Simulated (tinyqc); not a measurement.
Input admittance of a MOSFET at zero drain bias: distributed channel and distributed gate: one step of the calculation.

Source and drain grounded, strong inversion, w = 2 pi f, Cox = eps0 eox/tox. The channel is an RC line of resistance 1/(mu Cox Vo) per square fed from both ends, so one finger has the intrinsic admittance y = i w Cox L tanh(g)/g per width, g = (1/2) sqrt(i w tau), tau = L^2/(mu Vo). The vertical resistance rv/L is in series with y, the overlaps 2 i w Cov in parallel: y_t = 1/(1/y + rv/L) + 2 i w Cov. The gate strip is a line of Rsh/L per length loaded by y_t, so a finger has Y = y_t Wf tanh(k)/k, k = (Wf/sd) sqrt(y_t Rsh/L); the device has Nf Y.

Problem. Admittance of the channel and stack per width. tau, g, c = Cox L, y and y_t as defined.

Values chosen for this exercise; values of the order met in silicon radio-frequency transistors:
- eox = 3.9 (relative permittivity of the gate insulator (close to silicon dioxide))
- tox = 2.1 nm (insulator thickness)
- L = 0.31 um (channel length)
- mu = 170 cm^2/(V s) (channel mobility)
- Vo = 0.32 V (gate overdrive)
- rv = 0 ohm um^2 (vertical resistivity of the gate stack)
- Cov = 0.22 fF/um (overlap and fringe capacitance on each side)
- f = 6.9 GHz (frequency)

Constants: eps0 = 8.8541878128e-14 F/cm where lengths are in cm. Results are converted to the units shown.

Give: tau; g; c; y; y_t.

Solution.

tau = 17.67 ps
g = 0.3094+0.3094i
c = 5.097 fF/um
y = 14.0+219.9i uS/um
y_t = 14.0+239.0i uS/um

w tau = 0.766, and Im y is 0.995 of w c.

Program tinyqc, `OMP_NUM_THREADS=1 python tinyqc.py 2262072 2262073 out.jsonl`; Intel Xeon 2.30GHz, shared host, one thread, about 0.01 s.
